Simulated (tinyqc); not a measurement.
Kinetic Monte Carlo and master equation for a particle on a ring of sites with traps and bias: one step, computed by the program tinyqc.

7 sites on a ring, numbered 1 to 7. The saddle between i and i+1 lies at E0 + s b_i and site i at s eps_i; a force F tilts the landscape, with the saddle half-way.

Task: Twelve steps of the residence-time algorithm. Start on site 1 at t = 0. Hop right if r1 is below the share right, else left; advance the clock by -ln(r2) times the mean stay.

Inputs (values chosen for the exercise, for a model defect): temperature T = 360 K.

Disorder: site traps.

Random numbers:
```
step,r1,r2
1,0.4083,0.1560
2,0.6094,0.6855
3,0.0762,0.4432
4,0.0989,0.5530
5,0.3020,0.2072
6,0.6349,0.2296
7,0.4159,0.0939
8,0.5680,0.8378
9,0.5867,0.1985
10,0.7401,0.5587
11,0.5084,0.3045
12,0.5733,0.4773
```

Rates, shares of right hops and mean stays:
```
site,k right (1/s),k left (1/s),share right,mean stay (s)
1,117557.3,88865.9,0.5694967,4.844416e-06
2,47672.4,36037.3,0.5694967,1.194605e-05
3,363268.9,274608.2,0.5694967,1.567700e-06
4,190651.6,144120.5,0.5694967,2.987106e-06
5,74861.5,56590.5,0.5694967,7.607340e-06
6,363268.9,274608.2,0.5694967,1.567700e-06
7,43278.2,32715.5,0.5694967,1.315898e-05
```

Give: Trajectory.

Result:

Trajectory:
```
step,site,hop,wait (s),clock (s),net hops
1,1,right,9.0004e-06,9.0004e-06,1
2,2,left,4.5109e-06,1.3511e-05,0
3,1,right,3.9421e-06,1.7453e-05,1
4,2,right,7.0768e-06,2.4530e-05,2
5,3,right,2.4677e-06,2.6998e-05,3
6,4,left,4.3953e-06,3.1393e-05,2
7,3,right,3.7084e-06,3.5102e-05,3
8,4,right,5.2865e-07,3.5630e-05,4
9,5,left,1.2301e-05,4.7931e-05,3
10,4,left,1.7389e-06,4.9670e-05,2
11,3,right,1.8641e-06,5.1534e-05,3
12,4,left,2.2093e-06,5.3743e-05,2
```
